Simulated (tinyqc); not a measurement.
One electron in a tunnel-coupled double dot: charge qubit, sensing and quantum capacitance: one step of the calculation.

Basis (left, right), H = [[ep/2, tc], [tc, -ep/2]], splitting Om = sqrt(ep^2 + 4 tc^2), ep = al times the gate voltage. In equilibrium the electron is on the right with the chance P_R = [1 + (ep/Om) tanh(Om/2 kB T)]/2.

Question. Splitting and occupation. Also the frequency Om/h, the mixing angle arctan2(2 tc, ep) and the weight of the right dot in the ground state, (1 + ep/Om)/2.

Parameters, values chosen for the exercise:
```
symbol  value  unit               meaning
tc        5.9   ueV       tunnel coupling
T       0.046     K  electron temperature
ep          2   ueV              detuning
```

Constants: q = 1.602176634e-19 C, kB = 1.380649e-23 J/K, h = 6.62607015e-34 J s, Vt = kB T/q. Results are converted to the units shown.

Wanted: Om; Om/h; mixing angle; ground-state weight; kB T; P_R.

Answer.

Om = 11.968 ueV
Om/h = 2.8939 GHz
mixing angle = 80.380 degree
ground-state weight = 0.58355
kB T = 3.9640 ueV
P_R = 0.57577

Program tinyqc, `OMP_NUM_THREADS=1 python tinyqc.py 2470022 2470023 out.jsonl`; Intel Xeon 2.30GHz, shared host, one thread, about 0.01 s.
